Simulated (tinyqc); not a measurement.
Band bending at a free surface with one surface level, surface photovoltage and Kelvin probe: one step of the calculation.

n-type bulk, xi = Ec - EF = Vt ln(Nc/Nd), p0 = ni^2/Nd, ni = sqrt(Nc Nv) exp(-Eg/(2 Vt)), Eg in volts. b is the upward band bending, u = b/Vt. Space charge per area, in units of q: Qc = sign(b) sqrt((2 eps0 eps_r Vt/q) [(Nd + dn)(exp(-u) - 1) + Nd u + (p0 + dn)(exp(u) - 1)]), with dn the excess density under light (flat quasi-Fermi levels; 0 in the dark). The level holds -Ns f, f = 1/(1 + exp((xi + b - Es)/Vt)). Neutrality: Qc + Qf + (charge of the states) = 0.

Question. Charges against band bending. Evaluate Qc, the surface charge Qf - Ns f and their sum in the dark; the root lies where the sum changes sign.

Inputs (values chosen for the exercise); band and dielectric values those of a made-up semiconductor: temperature T = 300 K; band gap Eg = 4.2 eV; relative permittivity eps_r = 10.1; conduction-band density of states at T Nc = 2.11e18 cm^-3; valence-band density of states at T Nv = 4.66e19 cm^-3; donor density Nd = 5.5e16 cm^-3; fixed positive charge at the surface Qf = 0 cm^-2; density of an acceptor-like surface level Ns = 8.7e11 cm^-2; its depth below the conduction edge Es = 0.51 eV.

Constants: q = 1.602176634e-19 C, kB = 1.380649e-23 J/K, Vt = kB T/q, eps0 = 8.8541878128e-14 F/cm where lengths are in cm. Results are converted to the units shown.

b, point 0 to 6 (V): 0.123  0.205  0.287  0.369  0.451  0.533  0.615

Find: Qc; surface charge; sum.

Answer.

```
point  Qc (cm^-2)  surface charge (cm^-2)  sum (cm^-2)
0       2.4451e11              -8.6999e11   -6.2548e11
1       3.3166e11              -8.6975e11   -5.3809e11
2       4.0042e11              -8.6405e11   -4.6363e11
3       4.5900e11              -7.4733e11   -2.8833e11
4       5.1091e11              -1.7700e11    3.3391e11
5       5.5801e11               -9.2170e9    5.4879e11
6       6.0143e11               -3.9038e8    6.0104e11
```

The sum rises steadily with b, so there is one root; bisection gives b = 0.40969 V.

tinyqc, about 0.01 s, one thread, Intel Xeon 2.30GHz (shared host): `OMP_NUM_THREADS=1 python tinyqc.py 2430115 2430116 out.jsonl`
